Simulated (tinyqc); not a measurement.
Worked calculation: Born-Oppenheimer dynamics on the RHF/3-21g surface (energies and gradients from PySCF), for H3-, spin multiplicity 1. The basis has no diffuse functions, so it cannot describe the extra electron: this is an exercise in the method, not the real anion. Computed by tinyqc, a small Python program that keeps every step (integrals from PySCF). Settings: charge = -1, multiplicity = 1, basis = 3-21g, time step (fs) = 1.0, steps = 24. Command: `OMP_NUM_THREADS=1 python tinyqc.py 23832 23833 out.jsonl` (the two numbers bound the seeds that draw the settings). One thread of a shared host (Intel(R) Xeon(R) Processor @ 2.60GHz), about 1 s of CPU time with the checks.

positions (bohr), order 1H, 2H, 3H:
$$\begin{pmatrix}
0.015118 & 0.064251 & -0.041574 \\
-0.032125 & 0.102045 & 1.678077 \\
-0.069920 & 1.504222 & 0.873053
\end{pmatrix}$$

The total energy should stay constant up to terms of order dt^2; the step counts as short enough if it moves by less than 2 % of the largest kinetic energy.

Trajectory:
```
time (fs)  1H-2H (angstrom)  potential (hartree)  kinetic (hartree)  total (hartree)
0.000000           0.910563          -1.24115379         0.00002897      -1.24112482
1.000000           1.023020          -1.29559407         0.05048998      -1.24510408
2.000000           1.334723          -1.40319126         0.15307217      -1.25011909
3.000000           1.772361          -1.48534819         0.23523426      -1.25011393
4.000000           2.267233          -1.52453126         0.27568341      -1.24884785
5.000000           2.772448          -1.53168400         0.28367477      -1.24800923
6.000000           3.255052          -1.51871893         0.27169684      -1.24702209
7.000000           3.695660          -1.49949850         0.25331870      -1.24617980
8.000000           4.086470          -1.48611035         0.24044912      -1.24566123
9.000000           4.427176          -1.48610713         0.24043491      -1.24567222
10.000000          4.722237          -1.49991889         0.25353799      -1.24638090
11.000000          4.981645          -1.51771004         0.27009051      -1.24761953
12.000000          5.224694          -1.52317624         0.27676057      -1.24641567
13.000000          5.469361          -1.52325797         0.27649990      -1.24675807
14.000000          5.714104          -1.51608217         0.26850377      -1.24757839
15.000000          5.972763          -1.49711620         0.25067459      -1.24644162
16.000000          6.262933          -1.48188955         0.23591629      -1.24597327
17.000000          6.595673          -1.47821150         0.23230827      -1.24590323
18.000000          6.977273          -1.48731893         0.24121542      -1.24610350
19.000000          7.409595          -1.50571821         0.25884520      -1.24687301
20.000000          7.885708          -1.52140722         0.27362600      -1.24778123
21.000000          8.380845          -1.52305906         0.27740658      -1.24565248
22.000000          8.870607          -1.52274152         0.27514488      -1.24759664
23.000000          9.366177          -1.51000744         0.26282720      -1.24718024
24.000000          9.867362          -1.49080468         0.24456539      -1.24623930
```

Is the time step short enough?

No. The total energy moves within 9.0e-03 hartree; that is over 2 % of the largest kinetic energy, so the time step is too long.
